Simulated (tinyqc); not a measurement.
A transmission-line measurement read back: specific resistance of a metal-semiconductor contact and its transmission-line measurement. Computed by tinyqc, a small Python program. Command: `OMP_NUM_THREADS=1 python tinyqc.py 3008264 3008265 out.jsonl contact walk`. One thread of a shared host (Intel(R) Xeon(R) Processor @ 2.30GHz), about 0.01 s of CPU time with the checks.

The barrier is parabolic (depletion approximation), energies E are normal energies counted from the band edge in the neutral semiconductor (downwards for holes), and the bias is zero. xi is an input, held fixed when other inputs move.

Inputs (values chosen for the exercise, modelled on p-type SiGe):
```
quantity                                           value          unit
tunnelling mass m                                   0.31           m_0
permittivity eps                                      13             -
Richardson constant A*                              30.8  A/(cm^2 K^2)
barrier height phi_B                                0.37            eV
doping N                                         1.9e+19        1/cm^3
Fermi level above the band edge in the bulk, xi  -0.0045            eV
temperature T                                        400             K
sheet resistance R_sh                                890           ohm
contact length d                                     1.9    micrometre
contact width W                                     0.34    micrometre
```

Image-force lowering: included.

Constants: hbar = 1.054571817e-34 J s; eps_0 = 8.8541878128e-12 F/m; m_0 = 9.1093837015e-31 kg; k_B = 8.617333262e-05 eV/K; e = 1.602176634e-19 C.

Method:
- E_00 = (e hbar/2) sqrt(N/(eps eps_0 m)); band bending E_b = phi_B + xi; depletion width w = sqrt(2 eps eps_0 E_b/(e^2 N)). Image lowering d_phi = (e^3 N E_b/(8 pi^2 (eps eps_0)^3))^(1/4) (E_b in volts), and E_b - d_phi replaces E_b everywhere except in w.
- WKB transmission for E < E_b, with a = E/E_b: D = exp{-(E_b/E_00) [sqrt(1 - a) - a ln((1 + sqrt(1 - a))/sqrt(a))]}; D = 1 above.
- At zero bias 1/rho_c = (e A*/k_B^2) int D(E) f(E) dE, f = 1/(1 + exp((E - xi)/k_B T)); 200 Gauss-Legendre points from 0 to E_b, and k_B T ln(1 + exp((xi - E_b)/k_B T)) for the part above the barrier; the share of tunnelling is the part below.
- Transmission-line model: transfer length L_T = sqrt(rho_c/R_sh); R_c = (R_sh L_T/W) coth(d/L_T). Limits: rho_c/(W d) for d << L_T, sqrt(rho_c R_sh)/W for d >> L_T.
- Transmission-line model: transfer length L_T = sqrt(rho_c/R_sh); R_c = (R_sh L_T/W) coth(d/L_T). Two contacts a gap s apart give R = 2 R_c + R_sh s/W. A straight-line fit gives R_sh from the slope and R_c from the intercept; the simple reading takes L_x = R_c W/R_sh as the transfer length and rho_c = R_sh L_x^2.

R_c W = 152.996 ohm micrometre

contact resistance R_c = 449.987 ohm

specific contact resistance rho_c = 2.63007e-07 ohm cm^2

Resistances:
```
gap s (micrometre)  R (ohm)
0.17                 1345.0
0.34                 1790.0
0.69                 2706.2
1.40                 4564.7
2.80                 8229.4
```

L_x = 0.17191 micrometre

rho_c by the simple reading = 2.6301e-07 ohm cm^2

simple reading over true value = 1.0000

The simple reading is right, since coth(d/L_T) is 1 for so long a contact.
